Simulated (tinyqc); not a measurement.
# Threshold of a short bulk MOSFET: charge sharing, barrier lowering, narrow width: what changes with what

n-channel device on a p-type body, depletion approximation, full ionisation. Uniform doping N = Na. Vbi from Boltzmann statistics is rough for the degenerate source. Cox = eps0 eox/tox.

Parameters, values chosen for the exercise; band and dielectric values close to those of silicon: temperature T = 250 K; band gap Eg = 1.12 eV; relative permittivity eps_r = 11.7; conduction-band density of states at T Nc = 2.12e19 cm^-3; valence-band density of states at T Nv = 2.03e19 cm^-3; relative permittivity of the gate insulator (close to hafnium oxide) eox = 21.5; insulator thickness tox = 22 nm; channel doping Na = 2.5e17 cm^-3; source and drain doping Nsd = 1e20 cm^-3; flat-band voltage for the doping Na Vfb = -0.7 V; junction depth xj = 20 nm; body-source voltage Vbs = 0 V; drain-source voltage Vds = 0.05 V; gate width W = 280 nm; shape factor of the fringing depletion at the width edges xw = 0; channel length L = 220 nm.

Constants: q = 1.602176634e-19 C, kB = 1.380649e-23 J/K, Vt = kB T/q, eps0 = 8.8541878128e-14 F/cm where lengths are in cm. Results are converted to the units shown.

Each table varies one quantity; the others keep the values above.

## Threshold roll-off against channel length

ni = sqrt(Nc Nv) exp(-Eg/(2 Vt)), Eg in volts; 2 pB = 2 Vt ln(N/ni); flat band Vfb - Vt ln(N/Na); Wd = sqrt(2 eps0 eps_r (2 pB - Vbs)/(q N)); body term q N Wd/Cox; long-channel VT0 = flat band + 2 pB + body term; Vbi = Vt ln(N Nsd/ni^2); scale length l = sqrt((eps_r/eox) tox Wd). Charge sharing (trapezoid; it ignores Vds): F = (xj/L)(sqrt(1 + 2 Wd/xj) - 1), lowering = body term times F. Barrier lowering: th = exp(-L/(2 l)) + 2 exp(-L/l), lowering = th [2 (Vbi - 2 pB) + Vds], DIBL = th. Narrow width: rise = body term times xw Wd/W. VT by each model = VT0 - lowering + rise. DIBL under 0.001 mV/V is printed as 0.

The same in every row: N (cm^-3) = 2.500e17; VT0 (V) = 0.5506.

Threshold roll-off against channel length:
```
L (nm)	L/l	F	DIBL (mV/V)	VT, charge sharing (V)	VT, barrier lowering (V)
92	3.193	0.3950	284.7	0.4238	0.4629
130	4.512	0.2795	126.7	0.4609	0.5116
190	6.594	0.1912	39.73	0.4892	0.5384
280	9.718	0.1298	7.879	0.5090	0.5482
400	13.88	0.09084	0.9689	0.5215	0.5503
570	19.78	0.06375	0.05062	0.5301	0.5506
830	28.81	0.04378	0	0.5366	0.5506
1200	41.65	0.03028	0	0.5409	0.5506
1700	59.00	0.02137	0	0.5437	0.5506
```

Read the table: what changes, and by how much?

VT by barrier lowering rises from 0.463 to 0.551 V and VT by charge sharing rises from 0.424 to 0.544 V. DIBL is under 100 mV/V from L = 190 nm on among the rows (th = 0.1 at L/l = 4.92). For L = 92 DIBL exceeds 250 mV/V, where the barrier formula is rough.

## Effect of the gate width

Same model as above.

Effect of the gate width:
```
W (nm)	N (cm^-3)	VT0 (V)	L/l	F	DIBL (mV/V)	VT, charge sharing (V)	VT, barrier lowering (V)
40	2.500e17	0.5506	7.635	0.1652	22.94	0.4976	0.5435
74	2.500e17	0.5506	7.635	0.1652	22.94	0.4976	0.5435
140	2.500e17	0.5506	7.635	0.1652	22.94	0.4976	0.5435
250	2.500e17	0.5506	7.635	0.1652	22.94	0.4976	0.5435
470	2.500e17	0.5506	7.635	0.1652	22.94	0.4976	0.5435
870	2.500e17	0.5506	7.635	0.1652	22.94	0.4976	0.5435
1600	2.500e17	0.5506	7.635	0.1652	22.94	0.4976	0.5435
3000	2.500e17	0.5506	7.635	0.1652	22.94	0.4976	0.5435
```

Read the table: what changes, and by how much?

As W goes from 40 to 3000, VT0 stays at 0.551 V, DIBL stays at 22.9 mV/V, F stays at 0.165 and VT by barrier lowering stays at 0.544 V. The width enters only through the rise xw Wd/W.

Computed by the program tinyqc: `OMP_NUM_THREADS=1 python tinyqc.py 2002208 2002209 out.jsonl`, one thread of a shared Intel Xeon 2.30GHz, about 0.01 s for the whole run.
